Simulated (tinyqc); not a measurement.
# Floating body of a partially depleted SOI transistor: body voltage and kink: output curve and kink

Source at 0 V. Channel current Ic = 2 nf K Vt^2 [F(0) - F(Vd)](1 + la Vd), F(V) = ln^2(1 + exp((Vg - VT - nf V)/(2 nf Vt))), VT = VT0 - gb Vb. Saturation voltage Vs = 2 Vt sqrt(F(0)) + 3 Vt, excess Ve = (Vd - Vs + sqrt((Vd - Vs)^2 + 0.0004 V^2))/2, multiplication M1 = Ai Ve exp(-Bl/Ve). Each junction passes D(v) = J1 (exp(v/Vt) - 1) + J2 (exp(v/(2 Vt)) - 1). Bipolar current Ib = bb J1 (exp(Vb/Vt) - 1). The body settles where M1 (Ic + Ib) = D(Vb) + D(Vb - Vd) + Vb/Rb; drain current Id = (1 + M1)(Ic + Ib) - D(Vb - Vd).

Rows with more than one solution for Vb (latch) are left out; dId/dVd by a forward difference over 1e-4 V, swing = 1e-4 V over the change of log10 Id; M1 under 1e-12 is printed as 0.

Inputs (values chosen for the exercise); values of the order met in partially depleted silicon-on-insulator transistors: temperature T = 300 K; threshold at zero body voltage VT0 = 0.36 V; fall of the threshold per volt of body voltage gb = 0.2; slope factor nf = 1.17; gain factor per width K = 110 uA/(V^2 um); channel-length modulation factor la = 0.07 1/V; impact-ionisation prefactor Ai = 3.39 1/V; impact-ionisation voltage Bl = 7 V; diffusion saturation current of each junction J1 = 2.2e-13 uA/um; recombination saturation current of each junction J2 = 1.5e-9 uA/um; gain of the lateral bipolar transistor on the diffusion current bb = 0.5; resistance of a weak body tie to the source (1e9 stands for no tie, and the term is then dropped) Rb = 1e9 kohm um; gate voltage Vg = 0.63 V.

Constants: q = 1.602176634e-19 C, kB = 1.380649e-23 J/K, Vt = kB T/q. Results are converted to the units shown.

Result of one run:
```
Vd (V)  Vb (V)       M1  Id, floating (uA/um)  Id, grounded (uA/um)  ratio  dId/dVd, floating (uS/um)  dId/dVd, grounded (uS/um)
1.8     0.7181  0.02792                 9.442                 4.058  2.327                      3.383                     0.9372
```

What becomes of these results when the drain voltage Vd is changed from 1.8 to 0.8 V, all else the same?

Result of the changed run:
```
Vd (V)  Vb (V)        M1  Id, floating (uA/um)  Id, grounded (uA/um)  ratio  dId/dVd, floating (uS/um)  dId/dVd, grounded (uS/um)
0.8     0.3258  1.575e-7                 5.584                 3.637  1.535                      10.24                     0.2412
```

The whole series:
```
Vd (V)  Vb (V)        M1  Id, floating (uA/um)  Id, grounded (uA/um)  ratio  dId/dVd, floating (uS/um)  dId/dVd, grounded (uS/um)
0.8     0.3258  1.575e-7                 5.584                 3.637  1.535                      10.24                     0.2412
1       0.5153  1.883e-5                 7.006                 3.686  1.901                      4.759                     0.2467
1.2     0.6010  3.751e-4                 7.766                 3.738  2.078                      3.136                     0.2849
1.4     0.6540  0.002624                 8.327                 3.805  2.188                      2.590                     0.3982
1.6     0.6908   0.01022                 8.845                 3.904  2.265                      2.689                     0.6144
1.8     0.7181   0.02792                 9.442                 4.058  2.327                      3.383                     0.9372
2       0.7395   0.06062                 10.24                 4.286  2.389                      4.677                      1.353
2.2     0.7570    0.1125                 11.36                 4.604  2.467                      6.627                      1.843
```

Vb rises from 0.326 to 0.757 V and the ratio of the currents rises from 1.54 to 2.47. The output conductance with a floating body exceeds the grounded value by the largest factor among the rows, 42.5, at Vd = 0.8 V, where Vb = 0.326 V and M1 = 1.58e-7.

Range of the model: The multiplication law is an empirical form chosen for the exercise; self-heating and capacitive coupling to the body are left out, and the linear laws are rough once Vb passes about 0.7 V or M1 about 0.1.

Computed by the program tinyqc: `OMP_NUM_THREADS=1 python tinyqc.py 2182227 2182228 out.jsonl`, one thread of a shared Intel Xeon 2.30GHz, about 0.2 s for the whole run.
